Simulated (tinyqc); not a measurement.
Inside a calculation. Model: ballistic Schottky-barrier transistor with a two-dimensional channel, WKB contacts.

Program tinyqc, `OMP_NUM_THREADS=1 python tinyqc.py 2390014 2390015 out.jsonl`; Intel Xeon 2.30GHz, shared host, one thread, about 0.5 s. Printed values are rounded.

Source Fermi level 0, drain Fermi level -Vd. Far from the contacts Ec = pn - psi, and the gate moves psi one to one; the band edges relax as exp(-x/lam) from pn at the source and pn - Vd at the drain; Ev = Ec - Eg. A carrier of energy w inside the channel band meets at a contact a barrier of height D (the contact edge beyond the channel edge): T = 1 for w >= D, else exp(-S), S = 4 lam sqrt(m/C) [sqrt(D - w) - sqrt(w) arctan sqrt((D - w)/w)], C = hbar^2/(2 m0). The two contacts combine as Ts Td/(Ts + Td - Ts Td).

Inputs (values chosen for the exercise); channel values close to those of a tungsten diselenide layer:

| symbol | value | unit | meaning |
|---|---|---|---|
| T | 300 | K | temperature |
| Eg | 1.4 | eV | band gap |
| pn | 0.49 | eV | barrier for electrons at both contacts |
| mn | 0.35 | m0 | electron mass |
| mp | 0.41 | m0 | hole mass |
| g | 2 |  | valleys or subbands |
| lam | 1.6 | nm | screening length at the contacts |
| Vd | 0.7 | V | drain bias |
| ps | 0.41 | V | band shift psi of the channel by the gate |
| w0 | 0.23 | eV | energy of one carrier inside the channel band |
| wm | 0.59 | eV | upper end of the grid |
| nE | 13 |  | points of the grid |

Constants: q = 1.602176634e-19 C, kB = 1.380649e-23 J/K, hbar = 1.054571817e-34 J s, h = 6.62607015e-34 J s, m0 = 9.1093837015e-31 kg, Vt = kB T/q, hbar^2/(2 m0) = 0.0380998212 eV nm^2. Results are converted to the units shown.

Range of the model: No scattering, image-force lowering, channel charge or band-to-band tunnelling; parabolic kappa overstates S deep in the gap.

## Band edges and barriers

Electrons: Ds = psi, Dd = psi - Vd, Es = Ec, Ed = Ec + Vd. Holes: Ds = -psi, Dd = Vd - psi, Es = -Ev, Ed = -Ev - Vd. The size of each current is taken; both flow from drain to source and add.

Ec = 0.08 eV
Ev = -1.32 eV
D for electrons (eV): source 0.410000, drain -0.290000
D for holes (eV): source -0.410000, drain 0.290000

A negative D is no barrier. Here the electrons carry the larger current.

## Transmission of one of the electrons

S and T at both contacts for w = w0, and the tunnelling distance lam ln(D/w) at the higher barrier.

S at the source = 1.49201
S at the drain = 0
combined T = 0.224921
tunnelling distance = 0.924925 nm

## Current of the electrons on a coarse grid

I/W = g (2 q^2/h) int T(w) [N(Es + w) - N(Ed + w)] dw with w the energy of motion along the channel, N(y) = (1/2 pi) sqrt(pi m kB T/C) Fm(-y/kB T), Fm(x) = (1/sqrt(pi)) int_0^infinity u^(-1/2)/(1 + exp(u - x)) du. Electrons: Ds = psi, Dd = psi - Vd, Es = Ec, Ed = Ec + Vd. Holes: Ds = -psi, Dd = Vd - psi, Es = -Ev, Ed = -Ev - Vd. The size of each current is taken; both flow from drain to source and add. Simpson's rule on nE equally spaced w from 0 to wm.

```
point	w (eV)	Ts	Td	T	size of the supply difference (1/um)
0	0.000000	4.03440e-6	1	4.03440e-6	6.03458
1	0.049167	0.00163383	1	0.00163383	0.925209
2	0.098333	0.0124321	1	0.0124321	0.138687
3	0.147500	0.0483980	1	0.0483980	0.0207175
4	0.196667	0.131561	1	0.131561	0.00309323
5	0.245833	0.280814	1	0.280814	4.61801e-4
6	0.295000	0.497730	1	0.497730	6.89433e-5
7	0.344167	0.751820	1	0.751820	1.02927e-5
8	0.393333	0.966090	1	0.966090	1.53661e-6
9	0.442500	1	1	1	2.29404e-7
10	0.491667	1	1	1	3.42482e-8
11	0.540833	1	1	1	5.11298e-9
12	0.590000	1	1	1	7.63326e-10
```

current = 0.0380088 uA/um

A converged quadrature gives 0.03760 uA/um; this grid is 1.1 % above that. 0.00859 % of it passes over both barriers, the rest tunnels. The other carrier adds 1.40e-10 uA/um.
